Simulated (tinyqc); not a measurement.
From results to parameters: Hubbard dimer. Computed by the program tinyqc.

Problem. A two-site Hubbard model with two electrons has its ground state at (U - sqrt(U^2 + 16 t^2))/2, the triplet at 0 and the odd ionic singlet at U. Find t, U and the double occupancy per site.

singlet-triplet splitting = 2.418353 eV
gap from the ground state to the ionic odd singlet = 3.288353 eV

Solution. The difference of the two gaps is U and their product is 4 t^2; the double occupancy per site is (1 - U/sqrt(U^2 + 16 t^2))/4.

t, U (eV): 1.410  0.870
double occupancy per site = 0.212
